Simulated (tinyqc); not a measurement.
# Floating body of a partially depleted SOI transistor: body voltage and kink, step by step

tinyqc, about 0.2 s, one thread, Intel Xeon 2.30GHz (shared host): `OMP_NUM_THREADS=1 python tinyqc.py 2182072 2182073 out.jsonl` Printed values are rounded.

Source at 0 V. Channel current Ic = 2 nf K Vt^2 [F(0) - F(Vd)](1 + la Vd), F(V) = ln^2(1 + exp((Vg - VT - nf V)/(2 nf Vt))), VT = VT0 - gb Vb. Saturation voltage Vs = 2 Vt sqrt(F(0)) + 3 Vt, excess Ve = (Vd - Vs + sqrt((Vd - Vs)^2 + 0.0004 V^2))/2, multiplication M1 = Ai Ve exp(-Bl/Ve). Each junction passes D(v) = J1 (exp(v/Vt) - 1) + J2 (exp(v/(2 Vt)) - 1). Bipolar current Ib = bb J1 (exp(Vb/Vt) - 1). The body settles where M1 (Ic + Ib) = D(Vb) + D(Vb - Vd) + Vb/Rb; drain current Id = (1 + M1)(Ic + Ib) - D(Vb - Vd).

Inputs (values chosen for the exercise); values of the order met in partially depleted silicon-on-insulator transistors:
```
symbol,value,unit,meaning
T,330,K,temperature
VT0,0.49,V,threshold at zero body voltage
gb,0.27,,fall of the threshold per volt of body voltage
nf,1.19,,slope factor
K,600,uA/(V^2 um),gain factor per width
la,0.04,1/V,channel-length modulation factor
Ai,2.34,1/V,impact-ionisation prefactor
Bl,7,V,impact-ionisation voltage
J1,6e-12,uA/um,diffusion saturation current of each junction
J2,3.5e-9,uA/um,recombination saturation current of each junction
bb,3,,gain of the lateral bipolar transistor on the diffusion current
Rb,8e5,kohm um,"resistance of a weak body tie to the source (1e9 stands for no tie, and the term is then dropped)"
Vg,0.77,V,gate voltage
Vd,1,V,drain voltage
```

Constants: q = 1.602176634e-19 C, kB = 1.380649e-23 J/K, Vt = kB T/q. Results are converted to the units shown.

Range of the model: The multiplication law is an empirical form chosen for the exercise; self-heating and capacitive coupling to the body are left out, and the linear laws are rough once Vb passes about 0.7 V or M1 about 0.1.

## Starting value

Vb = 0.27 V.

Vb at the start = 0.27 V

## Iteration 1: new Vb

Current into the body I_in = M1 (Ic + Ib) - D(Vb - Vd), current out I_out = D(Vb) + Vb/Rb; f = ln(I_in/I_out), s = df/dVb by central differences over 1e-5 V, Vb(new) = Vb - f/s.

Ic = 32.7201 uA/um
Ve = 0.617987 V
M1 = 1.74140e-5
I_in = 5.69792e-4 uA/um
I_out = 3.37980e-4 uA/um
f = 0.522285
s = -6.70756 1/V
Vb after iteration 1 = 0.347865 V

## Iteration 2: new Vb

As before.

Ic = 36.7112 uA/um
Ve = 0.600407 V
M1 = 1.21431e-5
I_in = 4.45791e-4 uA/um
I_out = 4.37647e-4 uA/um
f = 0.0184377
s = -6.34490 1/V
Vb after iteration 2 = 0.350771 V

## Course of the iteration

Stop when the step is below 1e-10 V, or after 40 iterations.

Course of the iteration:

| iteration | Vb before the step (V) | step (V) |
|---|---|---|
| 1 | 0.27 | 0.0779 |
| 2 | 0.347865 | 2.91e-3 |
| 3 | 0.350771 | -1.14e-7 |
| 4 | 0.350771 | < 1e-14 |

Converged in 4 iterations.

## Drain current with floating and with grounded body

converged Vb = 0.350771 V

Id and VT at the converged Vb, Id at Vb = 0, their ratio, and the bipolar share Ib/(Ic + Ib).

VT = 0.395292 V
Id, floating = 36.8651 uA/um
Id, grounded = 20.7141 uA/um
ratio = 1.77971
bipolar share = 1.11084e-5 %

The body rises to 0.351 V and lowers the threshold by 94.7 mV.
